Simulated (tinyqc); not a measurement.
Collinear exchange A + BC -> AB + C on a London-Eyring-Polanyi-Sato surface: saddle, string of images and rate: one step, computed by the program tinyqc.

x = r(AB), y = r(BC), r(AC) = x + y. V is counted from separated atoms, the barrier from A + BC, that is V + D(BC).

Problem. Transition-state rate. One-dimensional rate constant without tunnelling, k = sqrt(k_B T/(2 pi mu)) [sinh(h nu_BC/(2 k_B T))/sinh(h nu_s/(2 k_B T))] exp(-barrier/(k_B T)) with mu = m_A (m_B + m_C)/(m_A + m_B + m_C); Wigner factor 1 + (h nu_i/(k_B T))^2/24; adiabatic barrier = barrier + h (nu_s - nu_BC)/2.

Inputs (values chosen for the exercise, bond data loosely for abstraction of hydrogen from a Si-H bond by a hydrogen atom; the barrier is not fitted):
```
quantity       value  unit
mass of A      1.008     u
mass of B      1.008     u
mass of C      28.09     u
temperature T    700     K
```

barrier = 0.7685686 eV

real frequency at the saddle = 31.35531 THz

nu_BC = 69.56693 THz

imaginary frequency = 72.95658 THz

Constants: h x 1 THz = 4.135667696 meV; k_B = 1.380649e-23 J/K; u = 1.6605390666e-27 kg; k_B = 8.617333262e-05 eV/K.

Give: adiabatic barrier; rate constant k; Wigner factor.

Solution.

adiabatic barrier = 0.6896 eV

rate constant k = 1.187 cm/s

Wigner factor = 2.042

Caution: the Wigner factor exceeds 2 at T: tunnelling, left out of k, is large and needs a better treatment than this factor.
